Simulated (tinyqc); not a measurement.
What each parameter does: Wannier functions of a composite (isolated) pair of valence bands (bonds of an sp chain).

Each atom has a hybrid pointing left (<) and right (>). H(k): diagonal +V3 on A, -V3 on B; <A<|A>> = -V1a, <B<|B>> = -V1b, <A>|B<> = -V2, <B>|A<> = -V2p exp(ik); k in 1/a, Bloch sums with exp(ikR). The two lowest bands are filled. Trial functions in cell 0: g1 = cos(c) A> + sin(c) B<, and g2 = sin(c) B> + cos(c) A< of cell 1, whose Bloch vector has cos(c) exp(-ik) on A<. Projection A_mn = <psi_m|g_n>, S = A^+ A, Loewdin U = A S^(-1/2), Bloch-like states w_n = sum_m psi_m U_mn, H_W(k) = U^+ diag(E) U. P = sum_m |psi_m><psi_m| is free of phase choices, and S = g^+ P g, w = P g S^(-1/2).

Values chosen for the exercise:
- V2 = 3.67 eV (coupling in the bond A-B inside the cell)
- V2p = 2.89 eV (coupling in the bond to the next cell)
- V1a = 0.87 eV (coupling of the two hybrids on A)
- V1b = 1.71 eV (the same on B)
- V3 = 0 eV (A at +V3, B at -V3)
- c = 55 degrees (trial bonds cos(c) on A, sin(c) on B)
- xb = 0.59 a (position of B (A at 0))

N = 12: centres, total spread (point-like hybrids at R and R + xb) and H_12(0).

Results for these values:
```
case,centre 1 (a),centre 2 (a),total spread (a^2),H_12(0) (eV)
base,0.3009,0.7891,0.1410,-0.8447
```

What happens to each result for V1a = 1.07 eV, all else kept?

Answer: centre 1 falls from 0.3009 to 0.2999; centre 2 rises from 0.7891 to 0.7901; total spread rises from 0.1410 to 0.1430; H_12(0) rises from -0.8447 to -0.8393.

The same for each parameter in turn:
```
case,centre 1 (a),centre 2 (a),total spread (a^2),H_12(0) (eV)
base,0.3009,0.7891,0.1410,-0.8447
V2 = 4.07 eV,0.3003,0.7897,0.1395,-0.8457
V2p = 3.29 eV,0.3003,0.7897,0.1394,-0.8459
V1a = 1.07 eV,0.2999,0.7901,0.1430,-0.8393
V1b = 1.91 eV,0.3028,0.7872,0.1433,-0.9434
V3 = 0.4 eV,0.3296,0.7625,0.1391,-0.9450
xb = 0.64 a,0.3259,0.8141,0.1467,-0.8447
```

Program tinyqc; command `OMP_NUM_THREADS=1 python tinyqc.py 1452342 1452343 out.jsonl`; about 0.3 s on one thread of a shared Intel(R) Xeon(R) Processor @ 2.30GHz.
